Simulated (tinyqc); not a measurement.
Inside a calculation: averaged masses of warped heavy- and light-hole bands. Values are carried at full precision from step to step, so a last printed digit may differ when a step is redone from the rounded ones.

Constants: Ry = 13.60569312 eV; a0 (Bohr radius) = 0.5291772105 angstrom; kB = 8.617333262e-05 eV/K; hbar^2/2m0 = 3.80998211 eV angstrom^2.

Parameters, chosen for this exercise (near those of GaAs; shifted at random, so the results belong to these values and not to a real crystal):
```
symbol  value  unit  meaning
g1      6.97         Luttinger gamma1
g2      2.06         gamma2
g3      2.93         gamma3
eps     12.91        dielectric constant
mso     0.168  m0    split-off mass
Dso     0.34   eV    spin-orbit splitting
T       400    K     temperature
```

## Other forms of the parameters

Dresselhaus-Kip-Kittel form E = c [A k^2 -/+ sqrt(B^2 k^4 + C^2 (kx^2 ky^2 + ky^2 kz^2 + kz^2 kx^2))] with A = g1, B = 2 g2, C^2 = 12 (g3^2 - g2^2). Spherical form: mu = (6 g3 + 4 g2)/(5 g1), delta = (g3 - g2)/g1, masses 1/(g1 (1 -/+ mu)). Effective rydberg R* = Ry/(g1 eps^2) and radius a* = a0 g1 eps.

A, B, |C|: 6.970  4.120  7.218

mu, delta: 0.7409  0.1248

spherical masses, heavy and light (m0): 0.5537  0.0824

R* = 11.71 meV
a* = 47.6 angstrom

delta/mu = 0.17 measures the warping against the spherical splitting.

## Masses along six directions

Four-band hole energies E = c k^2 f(u), c = hbar^2/2m0, f = g1 -/+ 2 sqrt(g2^2 + 3 (g3^2 - g2^2) s), s = ux^2 uy^2 + uy^2 uz^2 + uz^2 ux^2 for the unit vector u; minus for heavy, plus for light holes; the mass along u is 1/f.

Give s and both masses.

Masses (m0):
```
direction        s   heavy   light
[100]      0.00000  0.3509  0.0902
[110]      0.25000  0.6698  0.0803
[111]      0.33333  0.9009  0.0779
[310]      0.09000  0.4318  0.0860
[221]      0.29630  0.7831  0.0790
[411]      0.10185  0.4445  0.0855
```

The heavy mass grows by a factor of 2.57 from [100] to [111] while the light one shrinks by 14 %; 1/m_heavy + 1/m_light = 2 g1 in every direction.

## Density-of-states masses from three directions

m_d^(3/2) is the angular mean of m(u)^(3/2). The rule mean = (10 F[100] + 16 F[110] + 9 F[111])/35 is exact for cubic harmonics up to sixth order. Total m_d = (m_h^(3/2) + m_l^(3/2))^(2/3).

m^(3/2):
```
direction    heavy    light
[100]      0.20784  0.02708
[110]      0.54820  0.02277
[111]      0.85510  0.02176
```

m_d heavy, light (m0): 0.6548  0.0826

total = 0.6742 m0
share of light holes = 4.3 %

## Averages on a grid

Grid: n x n midpoints in cos(theta) from 0 to 1 and phi from 0 to pi/2, equal weights. m_d = <f^(-3/2)>^(2/3). Conductivity mass for one scattering time: 1/m_c = <|w|^2 f^(-5/2)>/<f^(-3/2)> with w = grad_k(k^2 f)/(2 k), that is |w|^2 = f^2 + |angular gradient of f|^2/4.

Use n = 40.

m_d heavy, light (m0): 0.6135  0.0822

m_c heavy, light (m0): 0.4780  0.0817

The three-direction rule differs from the grid by +6.73 % for heavy holes. Warping makes m_c of the heavy holes 22 % smaller than m_d; on a sphere the two are equal.

## Effective density of states

Nv = 2 (kT/(4 pi c))^(3/2) [m_h^(3/2) + m_l^(3/2) + mso^(3/2) exp(-Dso/kT)], c = hbar^2/2m0, parabolic bands, m_h and m_l the density-of-states masses from the grid; 1 angstrom^-3 = 1e24 cm^-3.

prefactor = 3.8635e+19 cm^-3

the three terms: 0.48055  0.02357  0.00000

Nv = 1.948e+19 cm^-3

shares (%): 95.3  4.7  0.0

kT/Dso = 0.10, small enough for the four-band form.

## Checks

- m_d and m_c of heavy holes for g2 = g3 against 1/(g1 - 2 g3): they agree to 1e-10 or better.
- m_d of heavy holes on grids of 40 and 160: both 0.6135.

tinyqc: `OMP_NUM_THREADS=1 python tinyqc.py 1080298 1080299 out.jsonl`; about 0.01 s, one thread, shared Intel(R) Xeon(R) Processor @ 2.30GHz.
